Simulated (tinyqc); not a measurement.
# Threshold-voltage variability of a planar MOSFET, analytic estimates, step by step

Computed by the program tinyqc: `OMP_NUM_THREADS=1 python tinyqc.py 2090024 2090025 out.jsonl`, one thread of a shared Intel Xeon 2.30GHz, about 0.01 s for the whole run. Printed values are rounded.

Three independent sources add in quadrature: random dopants in the depleted layer, metal-gate grains of two orientations, and roughness of the two gate edges acting through the roll-off VT = VT(long) - Vr exp(-L/l). These are first-order estimates: no three-dimensional electrostatics, no percolation.

Inputs (values chosen for the exercise); material values close to those of silicon: temperature T = 293 K; band gap Eg = 1.11 eV; relative permittivity of the semiconductor eps_r = 11.6; conduction-band density of states at T Nc = 2.67e19 cm^-3; valence-band density of states at T Nv = 2.58e19 cm^-3; channel doping Na = 2.1e18 cm^-3; oxide-equivalent thickness in inversion ti = 2.5 nm; gate length L = 20 nm; gate width W = 62 nm; metal grain size G = 15 nm; work-function difference of the two grain orientations dW = 0.3 eV; share of the orientation of higher work function p = 0.3; rms roughness of one gate edge De = 0.6 nm; correlation length of the roughness La = 10 nm; decay length of the threshold roll-off l = 5.1 nm; prefactor of the roll-off Vr = 2.1 V; subthreshold factor n = 1.34; gm/I of a matched pair gI = 5 1/V; spread of the gain factor of one device sb = 2.6 %; number of cells Nb = 65536; wanted yield Y = 0.967.

Constants: q = 1.602176634e-19 C, kB = 1.380649e-23 J/K, Vt = kB T/q, eps0 = 8.8541878128e-14 F/cm where lengths are in cm. Results are converted to the units shown.

Range of the model: The depletion depth exceeds L, so source and drain share much of the charge and the dopant estimate is rough. gI s exceeds 0.2, so the linear formula for the current mismatch is only a rough guide.

## Random dopants

ni = sqrt(Nc Nv) exp(-Eg/(2 Vt)), Eg in volts; Cox = 3.9 eps0/ti; Wd = sqrt(4 eps0 eps_r Vt ln(Na/ni)/(q Na)); dopants: s1 = (q/Cox) sqrt(Na Wd/(3 L W)). The slope A1 = s1 sqrt(L W); mean number of dopants Na L W Wd.

Cox = 1.38125 uF/cm^2
Wd = 24.4913 nm
mean number of dopants = 63.7754
A1 = 1.51877 mV um
s1 = 43.1302 mV

Counting alone, 1/sqrt(N) of the depletion voltage q Na Wd/Cox = 597 mV, would give sqrt(3) times more: dopants deep in the layer act less on the surface.

## Metal grains and edge roughness

Grains: Ng = L W/G^2 (at least 1), s2 = dW sqrt(p (1 - p)/Ng). Edges, with exponential correlation and u = W/La: the mean gate length has sL^2 = 2 De^2 (2/u)[1 - (1 - exp(-u))/u]; s3 = sL (Vr/l) exp(-L/l).

Ng = 5.51111
s2 = 58.5614 mV
sL = 0.441444 nm
dVT/dL = 8.15706 mV/nm
s3 = 3.60089 mV

## Total spread, mismatch and leakage

s = sqrt(s1^2 + s2^2 + s3^2). For a pair: s(dVT) = sqrt(2) s; current mismatch sqrt(2) sqrt((gI s)^2 + sb^2); input offset = current mismatch/gI. For a Gaussian VT the off current is log-normal with mean/median = exp(s^2/(2 (n Vt)^2)).

s = 72.8190 mV
s(dVT) = 102.982 mV
current mismatch = 51.6220 %
input offset = 103.244 mV
mean/median of Ioff = 10.1367

The grains give 64.7 % of the variance; without them s would be 43.3 mV. A current mismatch this large is beyond the linear estimate.

## Iteration 1: margin in standard deviations for the wanted yield

k at the start = 4

Cells fail independently with probability Q(k) = erfc(k/sqrt(2))/2 when the margin is k standard deviations, and Y = exp(-Nb Q(k)). phi = exp(-k^2/2)/sqrt(2 pi). Newton steps on ln Q(k) = ln(-ln(Y)/Nb): k(new) = k + [ln Q - ln(-ln(Y)/Nb)] Q/phi.

Q(k) = 3.16712e-5
phi = 1.33830e-4
k after iteration 1 = 4.97614

## Iteration 2: margin in standard deviations for the wanted yield

As before.

Q(k) = 3.24329e-7
phi = 1.67465e-6
k after iteration 2 = 4.88770

## Course of the iteration: margin in standard deviations for the wanted yield

Stop when k changes by less than 1e-9, or after 30 iterations.

Course of the iteration:
```
iteration        k  |change|
1          4.97614     0.976
2          4.88770    0.0884
3          4.88696   7.44e-4
4          4.88696   5.27e-8
5          4.88696   < 1e-13
```

Converged in 5 iterations. At the end the number of correct digits about doubles with each step. With s(dVT) = 103 mV, 4.89 standard deviations are 503 mV.
